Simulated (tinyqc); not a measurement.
Estimate of lattice thermal conductivity from elastic moduli (Slack, Klemens and Cahill formulas): one step, computed by the program tinyqc.

An isotropic solid.

Task: Velocities, Poisson ratio and Debye temperature. rho = M/V; vL = sqrt((B + 4G/3)/rho), vT = sqrt(G/rho); v_m = [(vL^-3 + 2 vT^-3)/3]^(-1/3); Poisson ratio sigma = (3B - 2G)/(6B + 2G); Theta = hbar v_m (6 pi^2/V)^(1/3)/k_B.

Inputs (values chosen for the exercise, for a model crystal): bulk modulus B = 324 GPa; shear modulus G = 158 GPa; volume per atom V = 18.4 angstrom^3; mean atomic mass M = 62.4 u.

Grueneisen parameter: from the Poisson ratio.

Constants: u = 1.6605390666e-27 kg; hbar = 1.054571817e-34 J s; k_B = 1.380649e-23 J/K.

Give: density rho; vL; vT; v_m; Poisson ratio sigma; Debye temperature Theta.

Result:

density rho = 5631 kg/m^3

vL = 9744 m/s

vT = 5297 m/s

v_m = 5909 m/s

Poisson ratio sigma = 0.2903

Debye temperature Theta = 666.4 K
